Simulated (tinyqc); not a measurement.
Bound state in one dimension: Numerov shooting, finite differences, DVR, step by step. Computed by tinyqc, a small Python program that keeps every step. Settings: points = 96. Command: `OMP_NUM_THREADS=1 python tinyqc.py 30703 30704 out.jsonl` (the two numbers bound the seeds that draw the settings). One thread of a shared host (Intel(R) Xeon(R) Processor @ 2.60GHz), about 0.01 s of CPU time with the checks.

## Numerov steps at E = -7.73

One particle of mass 1 in V = -7.89 exp(-x^2/1.66^2) (atomic units), psi = 0 at both ends:
```
parameter                value
left end                    -7
right end                    7
intervals                   96
h                     0.145833
state sought (nodes)         0
```

k_i = 2 m (E - V_i); (1 + h^2 k_(i+1)/12) y_(i+1) = 2 (1 - 5 h^2 k_i/12) y_i - (1 + h^2 k_(i-1)/12) y_(i-1), from y_0 = 0, y_1 = 0.001.

Points along the way:
```
i           x          V           k              y
0   -7.000000  -1.49e-07  -15.460000       0.000000
1   -6.854167  -3.11e-07  -15.459999       0.001000
2   -6.708333  -6.38e-07  -15.459999       0.002338
3   -6.562500  -1.29e-06  -15.459997       0.004467
4   -6.416667  -2.56e-06  -15.459995       0.008105
5   -6.270833  -0.000005  -15.459990       0.014483
32  -2.333333  -1.093979  -13.272042   69078.279140
33  -2.187500  -1.389683  -12.680634  117931.284010
34  -2.041667  -1.738276  -11.983448  199141.962510
35  -1.895833  -2.141007  -11.177986  331871.354400
36  -1.750000  -2.596652  -10.266696  544482.692190
37  -1.604167  -3.101029   -9.257942  877131.389900
```

## Bisection on the node count

With more sign changes than the state has nodes (the last point included) the energy is too high, else too low; the bracket starts as -7.73 to -0.05.

Trials:
```
trial            E  sign changes  y at the right end   next
1      -3.89000000             2            7.04e+09  lower
2      -5.81000000             1           -3.99e+13  lower
3      -6.77000000             0            2.98e+13  raise
4      -6.29000000             1           -2.03e+14  lower
5      -6.53000000             1           -2.98e+14  lower
6      -6.65000000             1           -2.45e+14  lower
7      -6.71000000             1           -1.48e+14  lower
8      -6.74000000             1           -7.10e+13  lower
9      -6.75500000             1           -2.39e+13  lower
10     -6.76250000             0            2.11e+12  raise
11     -6.75875000             1           -1.11e+13  lower
12     -6.76062500             1           -4.55e+12  lower
13     -6.76156250             1           -1.24e+12  lower
14     -6.76203125             0            4.32e+11  raise
...            ...           ...                 ...    ...
28     -6.76191020             0            9.62e+07  raise
29     -6.76191019             0            4.53e+07  raise
30     -6.76191018             0            1.98e+07  raise
```

eigenvalue = -6.76191018 hartree

## The same grid by other methods

Three-point finite differences and the sine-DVR kinetic matrix of Colbert and Miller on the same points.

Lowest levels (hartree):
```
state  finite differences        DVR
0               -6.765027  -6.761891
1               -4.665624  -4.652665
2               -2.879205  -2.853273
```
